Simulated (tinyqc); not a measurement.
# Input admittance of a MOSFET at zero drain bias: distributed channel and distributed gate: two studies

Source and drain grounded, strong inversion, w = 2 pi f, Cox = eps0 eox/tox. The channel is an RC line of resistance 1/(mu Cox Vo) per square fed from both ends, so one finger has the intrinsic admittance y = i w Cox L tanh(g)/g per width, g = (1/2) sqrt(i w tau), tau = L^2/(mu Vo). The vertical resistance rv/L is in series with y, the overlaps 2 i w Cov in parallel: y_t = 1/(1/y + rv/L) + 2 i w Cov. The gate strip is a line of Rsh/L per length loaded by y_t, so a finger has Y = y_t Wf tanh(k)/k, k = (Wf/sd) sqrt(y_t Rsh/L); the device has Nf Y.

Parameters, values chosen for the exercise; values of the order met in silicon radio-frequency transistors: relative permittivity of the gate insulator (close to silicon dioxide) eox = 3.9; insulator thickness tox = 2.3 nm; channel length L = 0.2 um; finger width Wf = 8.9 um; number of fingers Nf = 16; channel mobility mu = 310 cm^2/(V s); gate overdrive Vo = 0.77 V; sheet resistance of the gate Rsh = 15 ohm/square; vertical resistivity of the gate stack rv = 0 ohm um^2; number of ends at which a finger is contacted sd = 2; overlap and fringe capacitance on each side Cov = 0.18 fF/um; frequency f = 29 GHz.

Constants: eps0 = 8.8541878128e-14 F/cm where lengths are in cm. Results are converted to the units shown.

Each table varies one quantity; the others keep the values above.

## Input impedance against frequency

Low-frequency limits, with c = Cox L and ct = c + 2 Cov: R_strip = Rsh Wf/(3 sd^2 L Nf), R_ch = (c/ct)^2 L/(12 mu Cox Vo Wf Nf), R_vert = (c/ct)^2 rv/(L Wf Nf), C = ct Wf Nf. Z = 1/(Nf Y) = R + 1/(i w C), Q = |Im Z|/R, far-point signal |1/cosh k|.

The same in every row: low-frequency R (ohm) = 3.7370.

Results:
```
f (GHz)	w tau	|k|	R (ohm)	C (fF)	Q	signal at the far point
0.3	0.0031587	0.097026	3.7370	478.85	296.47	0.99999
0.7	0.0073703	0.14821	3.7370	478.85	127.06	0.99995
2	0.021058	0.25052	3.7369	478.81	44.475	0.99962
4	0.042116	0.35429	3.7365	478.68	22.246	0.99849
9	0.094761	0.53142	3.7347	478.00	9.9058	0.99244
20	0.21058	0.79213	3.7261	474.68	4.4992	0.96419
100	1.0529	1.7669	3.4996	401.44	1.1329	0.57767
300	3.1587	3.0012	2.6989	251.95	0.78019	0.19276
```

Estimate the missing row, f = 50 GHz.

Computed row:
```
f (GHz)	w tau	|k|	R (ohm)	C (fF)	Q	signal at the far point
50	0.52645	1.2518	3.6709	454.63	1.9073	0.82238
```

With this row back in the table: R falls from 3.74 to 2.70 ohm and C falls from 479 to 252 fF. Q goes as f^(-1.00) between the first two rows and f^(-0.34) between the last two, where w tau = 3.16 and |k| = 3.00. The low-frequency limits hold both R and C within 5 % up to f = 20 GHz among the rows.

## Effect of the gate overdrive

Same model as above.

Effect of the gate overdrive:
```
Vo (V)	w tau	|k|	R (ohm)	low-frequency R (ohm)	C (fF)	Q	signal at the far point
0.2	1.1756	0.95090	4.4426	4.4791	469.26	2.6325	0.90602
0.35	0.67175	0.95295	4.0210	4.0495	469.97	2.9041	0.91879
0.5	0.47023	0.95346	3.8523	3.8776	470.13	3.0303	0.92417
0.65	0.36171	0.95366	3.7614	3.7850	470.20	3.1031	0.92713
0.8	0.29389	0.95376	3.7046	3.7272	470.23	3.1505	0.92900
0.95	0.24749	0.95381	3.6657	3.6876	470.24	3.1838	0.93029
1.1	0.21374	0.95385	3.6375	3.6588	470.25	3.2084	0.93124
1.25	0.18809	0.95387	3.6160	3.6370	470.26	3.2275	0.93195
```

What does the table show?

As Vo goes from 0.2 to 1.25, R falls from 4.44 to 3.62 ohm, C stays near 470 fF and Q rises from 2.63 to 3.23. Only the channel term depends on Vo.

Computed by the program tinyqc: `OMP_NUM_THREADS=1 python tinyqc.py 2262205 2262206 out.jsonl`, one thread of a shared Intel Xeon 2.30GHz, about 0.01 s for the whole run.
